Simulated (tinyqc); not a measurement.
# Worked calculation: resistance of a source-drain extension with a graded tip

tinyqc, about 0.04 s, one thread, Intel Xeon 2.30GHz (shared host): `OMP_NUM_THREADS=1 python tinyqc.py 2282138 2282139 out.jsonl` Printed values are rounded.

y runs along the channel, the gate covers y > 0. The doping is N0 for y < y0 and N0 10^(-(y - y0)/la) beyond, uniform over the depth xj. Sheet conductance s(y) = q mu(N) max(N - Nch, 0) xj + (for y > 0) ma Cox Vo, with mu(N) = u0 + (u1 - u0)/(1 + (N/Nr)^au) and Cox = eps0 eox/tox. Current is taken as one-dimensional; depletion of the tip, spreading and the contact are left out. The metallurgical junction lies at yj, where N = Nch.

Values chosen for this exercise; mobility law close to that of electrons in silicon:
```
symbol,value,unit,meaning
eox,22.2,,relative permittivity of the gate insulator (close to hafnium oxide)
tox,9.9,nm,insulator thickness
N0,2.8e20,cm^-3,active doping of the extension far from the gate
la,5.5,nm/decade,lateral abruptness
y0,0.6,nm,position under the gate where the fall begins (gate edge at 0)
xj,15,nm,depth of the extension
Nch,1.3e18,cm^-3,channel doping
Vo,0.53,V,gate overdrive
ma,88,cm^2/(V s),mobility of the gate-induced layer
u1,1414,cm^2/(V s),mobility at low doping
u0,68.5,cm^2/(V s),mobility at high doping
Nr,9.2e16,cm^-3,reference doping
au,0.711,,exponent
Lg,45,nm,gate length
```

Constants: q = 1.602176634e-19 C, eps0 = 8.8541878128e-14 F/cm where lengths are in cm. Results are converted to the units shown.

## Sheet resistances and junction position

yj = y0 + la log10(N0/Nch); sheet resistance of the full extension 1/[q mu(N0)(N0 - Nch) xj] and of the gate-induced layer 1/(ma Cox Vo); metallurgical length Lg - 2 yj; ye is where the doped and the gate-induced conductances are equal.

yj = 13.4327 nm
sheet resistance of the extension = 204.592 ohm/square
sheet resistance of the induced layer = 10798.8 ohm/square
metallurgical length = 18.1346 nm
ye = 10.9175 nm
N at ye = 3.72612e18 cm^-3

The gate takes over 2.52 nm before the junction, where N is still 2.87 times the channel doping.

## Resistance of the overlapped part

Midpoint rule on 8 equal steps from 0 to yj: R_ov = sum h/s(y), per width.

y, point 0 to 7 (nm): [0.839543, 2.51863, 4.19771, 5.87680, 7.55588, 9.23497, 10.9141, 12.5931]
N, point 0 to 7 (cm^-3): [2.53282e20, 1.25406e20, 6.20910e19, 3.07426e19, 1.52213e19, 7.53640e18, 3.73143e18, 1.84751e18]
doped conductance, point 0 to 7 (uS): [4439.16, 2278.72, 1190.31, 635.083, 345.204, 186.935, 92.7560, 27.7700]
sheet resistance, point 0 to 7 (ohm/square): [220.665, 421.705, 779.474, 1374.22, 2284.11, 3577.33, 5394.94, 8307.51]
R_ov = 37.544 ohm um

The exact integral is 37.970 ohm um; the coarse sum is 1.1 % below it.
